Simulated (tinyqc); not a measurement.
# Specific resistance of a metal-semiconductor contact and its transmission-line measurement, step by step

A worked calculation. Computed by tinyqc, a small Python program that keeps every step. Command: `OMP_NUM_THREADS=1 python tinyqc.py 3024977 3024978 out.jsonl contact walk`. One thread of a shared host (Intel(R) Xeon(R) Processor @ 2.30GHz), about 0.01 s of CPU time with the checks. Intermediate numbers are printed to about 6 digits and carried at full precision; extremes and crossings named in words are read from the listed rows.

The barrier is parabolic (depletion approximation), energies E are normal energies counted from the band edge in the neutral semiconductor (downwards for holes), and the bias is zero. xi is an input, held fixed when other inputs move.

Inputs (values chosen for the exercise, modelled on p-type silicon):
```
quantity,value,unit
tunnelling mass m,0.35,m_0
permittivity eps,11.7,-
Richardson constant A*,31,A/(cm^2 K^2)
barrier height phi_B,0.58,eV
doping N,5.8e+20,1/cm^3
"Fermi level above the band edge in the bulk, xi",0.23,eV
temperature T,400,K
sheet resistance R_sh,19,ohm
contact length d,0.25,micrometre
contact width W,0.24,micrometre
```

Image-force lowering: included.

Constants: hbar = 1.054571817e-34 J s; eps_0 = 8.8541878128e-12 F/m; m_0 = 9.1093837015e-31 kg; k_B = 8.617333262e-05 eV/K; e = 1.602176634e-19 C.

## Tunnelling energy and barrier

E_00 = (e hbar/2) sqrt(N/(eps eps_0 m)); band bending E_b = phi_B + xi; depletion width w = sqrt(2 eps eps_0 E_b/(e^2 N)). Image lowering d_phi = (e^3 N E_b/(8 pi^2 (eps eps_0)^3))^(1/4) (E_b in volts), and E_b - d_phi replaces E_b everywhere except in w.

E_00 = 220.960 meV

E_00/k_B T = 6.41035

depletion width = 1.34386 nm

barrier used, above the bulk band edge = 0.424821 eV

By the usual rule this is field emission (E_00 > 5 k_B T). Caution: the barrier is thinner than 1.5 nm, about the spacing of dopants, so a smooth parabolic barrier and WKB are rough.

## Transmission and supply

WKB transmission for E < E_b, with a = E/E_b: D = exp{-(E_b/E_00) [sqrt(1 - a) - a ln((1 + sqrt(1 - a))/sqrt(a))]}; D = 1 above. f = 1/(1 + exp((E - xi)/k_B T)).

E, D, f and D f at E/E_b = 0.05, 0.15, 0.3, 0.45, 0.6, 0.75, 0.9, 0.98:
```
E/E_b,E (eV),D,f,D f
0.05,0.021241,0.189279,0.997663,0.188837
0.15,0.063723,0.269662,0.992029,0.267513
0.30,0.127446,0.402242,0.951442,0.382710
0.45,0.191169,0.548587,0.755197,0.414291
0.60,0.254893,0.700484,0.326916,0.229000
0.75,0.318616,0.844316,0.071038,0.059978
0.90,0.382339,0.959465,0.011896,0.011414
0.98,0.416325,0.996367,0.004472,0.004455
```

Among these points D f is largest at E/E_b = 0.45; for a non-degenerate tail the peak lies at E/E_b = 1/cosh^2(E_00/k_B T) = 0.000, but it cannot fall far below the Fermi level.

## Specific contact resistance

At zero bias 1/rho_c = (e A*/k_B^2) int D(E) f(E) dE, f = 1/(1 + exp((E - xi)/k_B T)); 200 Gauss-Legendre points from 0 to E_b, and k_B T ln(1 + exp((xi - E_b)/k_B T)) for the part above the barrier; the share of tunnelling is the part below.

specific contact resistance rho_c = 2.58949e-09 ohm cm^2

share of tunnelling = 99.8694 %

rho_c by thermionic emission alone = 1.98312e-06 ohm cm^2

Tunnelling lowers rho_c by a factor 766. The field-emission exponent (E_b - xi)/E_00 is 0.9, the thermionic one (E_b - xi)/k_B T is 5.7.

## Current crowding

Transmission-line model: transfer length L_T = sqrt(rho_c/R_sh); R_c = (R_sh L_T/W) coth(d/L_T). Limits: rho_c/(W d) for d << L_T, sqrt(rho_c R_sh)/W for d >> L_T.

transfer length L_T = 0.116743 micrometre

d/L_T = 2.14146

contact resistance R_c = 9.50083 ohm

R_c W = 2.28020 ohm micrometre

short-contact limit = 4.31581 ohm

long-contact limit = 9.24214 ohm

The contact is long: current crowds at the front edge, and more length does not help.

## A transmission-line measurement read back

Transmission-line model: transfer length L_T = sqrt(rho_c/R_sh); R_c = (R_sh L_T/W) coth(d/L_T). Two contacts a gap s apart give R = 2 R_c + R_sh s/W. A straight-line fit gives R_sh from the slope and R_c from the intercept; the simple reading takes L_x = R_c W/R_sh as the transfer length and rho_c = R_sh L_x^2.

Resistances:
```
gap s (micrometre),R (ohm)
0.12,28.502
0.24,38.002
0.48,57.002
0.96,95.002
1.90,169.418
```

L_x = 0.120011 micrometre

rho_c by the simple reading = 2.73648e-09 ohm cm^2

simple reading over true value = 1.05677

The simple reading is 1.06 times too high, the factor coth^2(d/L_T): it holds only for d above about 2 L_T.

Checks made by the program: closed WKB exponent against numerical integration over the parabolic barrier (relative difference below 1e-10).
